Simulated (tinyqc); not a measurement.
Worked calculation: Koster-Slater impurity in a tight-binding band, by Green functions and by supercells. Computed by tinyqc, a small Python program that keeps every step. Command: `OMP_NUM_THREADS=1 python tinyqc.py 3012027 3012028 out.jsonl kosterslater walk`. One thread of a shared host (Intel(R) Xeon(R) Processor @ 2.30GHz), about 0.06 s of CPU time with the checks. Intermediate numbers are printed to about 7 digits and carried at full precision; extremes and crossings named in words are read from the listed rows.

One orbital per site, e(k) = -2 t sum cos(k_i) over 3 direction(s), band from -6 t to 6 t, lattice constant 1. One site has the extra energy U. Spin is left out.

Inputs (values chosen for the exercise, for a model band):

| quantity | value | unit |
|---|---|---|
| hopping t | 0.62 | eV |
| impurity potential U | -3.91 | eV |
| supercell edge N | 3 | sites |
| energy inside the band E | 0.221 | eV |
| broadening eta | 0.093 | eV |
| impurity concentration c | 0.0002 | per site |

Lattice: simple cubic.

Constants: hbar = 6.582119569e-16 eV s.

## The host Green function outside the band

Outside the band G0(E) = (1/pi) int_0^pi dk (2/(pi z)) K(16 t^2/z^2), z = E + 2 t cos k, K the complete elliptic integral with parameter m; 200 Gauss-Legendre points. A bound state solves 1/U = G0(E). Energies: 0.05, 0.2, 0.5, 1, 2, 4 and 8 t beyond the band edge on the side of U, rounded to four digits.

Scan on the side of U:

| E (eV) | G0 (1/eV) | 1/U - G0 (1/eV) |
|---|---|---|
| -3.751 | -0.3781311 | 0.1223766 |
| -3.844 | -0.3477564 | 0.0920020 |
| -4.030 | -0.3126978 | 0.0569434 |
| -4.340 | -0.2750384 | 0.0192839 |
| -4.960 | -0.2273089 | -0.0284456 |
| -6.200 | -0.1728178 | -0.0829367 |
| -8.680 | -0.1190365 | -0.1367179 |

G0 stays finite at the band edge, 0.252731/t in size, so binding needs |U| > 3.957 t.

## The bound state

Bisection in ln(distance from the edge) between 1e-5 t and |U| + t. Weight on the impurity site: -1/(U^2 dG0/dE), by a central difference with step min(1e-4 t, distance/30). Decay length along an axis: 1/arccosh(1 + distance/(2 t)).

level E_b = -4.554114 eV

distance from the band edge = 0.8341136 eV

weight on the impurity site = 0.8015712

decay length = 0.9065329 sites

The state is compact: most of it sits on the impurity.

## Green function inside the band

Inside the band G0(z), z = E + i eta, comes from the chain form 1/(sqrt(y - 2t) sqrt(y + 2t)) (principal roots) at y = z + 2 t cos k + 2 t cos k', averaged over k and k' in (0, pi) with 200 Gauss-Legendre points each.

G0(E + i eta) = 0.0532620-0.7005105i 1/eV

## Scattering

T = U/(1 - U G0); phase shift delta = -arg(1 - U G0) in (-pi, pi]; host density of states -Im G0/pi; on the impurity -Im[G0/(1 - U G0)]/pi; lifetime of a band state hbar/(-2 c Im T).

T matrix = -0.527146-1.194990i eV

phase shift delta = 1.155343 rad

host density of states = 0.2229794 1/eV

density of states on the impurity = 0.02488060 1/eV

scattering lifetime = 1377.024 fs

The Born approximation would take Im T = U^2 Im G0 = -10.7 eV, 8.96 times the full value.

## The level in the supercell

In a periodic cell of N sites along each direction with Bloch vector K, the level solves 1/U = N^-d sum_k 1/(E - e(k)), k_i = (2 pi m_i + K_i)/N, m_i = 0..N-1; the outermost root on the side of U is taken (bisection). d is the number of directions. Gamma means K_i = 0, the zone corner K_i = pi, the quarter point K_i = pi/2. The error is measured against the isolated level E_b.

level at Gamma = -4.700166 eV

level at the corner = -4.426419 eV

level at the quarter point = -4.551931 eV

error at Gamma = -0.1460523 eV

width between Gamma and the corner = 0.2737470 eV

Images turn the level into a band 0.274 eV wide; the quarter point misses the isolated level by 0.0022 eV, far less than Gamma, because the leading hopping between images averages out there.

## Convergence with cell size

Even N; errors against the isolated level E_b, set to 0 below 1e-6 t.

Error of the level (eV):

| N | sites | Gamma | corner | quarter point |
|---|---|---|---|---|
| 2 | 8 | -5.994598e-01 | 6.441136e-01 | 3.032707e-02 |
| 4 | 64 | -3.616545e-02 | 3.032707e-02 | 1.800218e-04 |
| 6 | 216 | -2.417244e-03 | 2.182521e-03 | 1.445910e-06 |
| 8 | 512 | -1.878806e-04 | 1.800218e-04 | 0 |
| 10 | 1000 | -1.608133e-05 | 1.581765e-05 | 0 |
| 12 | 1728 | -1.454996e-06 | 1.445910e-06 | 0 |

The error at Gamma falls exponentially, between the last two resolved rows by exp(-1.201) per site against 1/(decay length) = 1.103; the rest is the power-law prefactor of the Green function. Gamma and the corner err in opposite directions. Among the sizes listed an error below 1 meV is first reached at N = 8 at Gamma; at the quarter point N = 4 is enough.

## Phase shift across the band

delta/pi = -arg(1 - U G0)/pi counts the states added below E (Friedel); host DOS = -Im G0/pi, DOS on the impurity = -Im[G0/(1 - U G0)]/pi; 13 evenly spaced energies from -(band edge + |U| + 2t) to +(band edge + |U| + 2t).

Across the spectrum:

| E (eV) | Re G0 (1/eV) | host DOS (1/eV) | DOS on the impurity (1/eV) | delta/pi |
|---|---|---|---|---|
| -8.870000 | -0.1162994 | 0.0004140 | 0.001392 | 0.0029687 |
| -7.391667 | -0.1416782 | 0.0006255 | 0.003143 | 0.0054826 |
| -5.913333 | -0.1826071 | 0.0010820 | 0.013199 | 0.0147813 |
| -4.435000 | -0.2656315 | 0.0026801 | 1.040709 | 0.7752972 |
| -2.956667 | -0.4198252 | 0.0548818 | 0.063373 | 0.7421070 |
| -1.478333 | -0.4617371 | 0.1602591 | 0.035425 | 0.6236155 |
| 0.000000 | 0.0000000 | 0.2230327 | 0.026222 | 0.3885967 |
| 1.478333 | 0.4617371 | 0.1602591 | 0.013644 | 0.1947645 |
| 2.956667 | 0.4198252 | 0.0548818 | 0.007384 | 0.0795387 |
| 4.435000 | 0.2656315 | 0.0026801 | 0.000645 | 0.0051399 |
| 5.913333 | 0.1826071 | 0.0010820 | 0.000368 | 0.0024682 |
| 7.391667 | 0.1416782 | 0.0006255 | 0.000259 | 0.0015738 |
| 8.870000 | 0.1162994 | 0.0004140 | 0.000196 | 0.0011128 |

delta/pi starts and ends near zero (+0.003 and +0.001): the impurity moves states but creates none. delta/pi rises at the bound state below the band (-4.554 eV), reaches 0.78 among these rows (1 in the limit of small eta, just above the level) and is paid back by the top of the band.

Checks made by the program: G0 at the level by a direct sum over directions (relative difference below 1e-10).
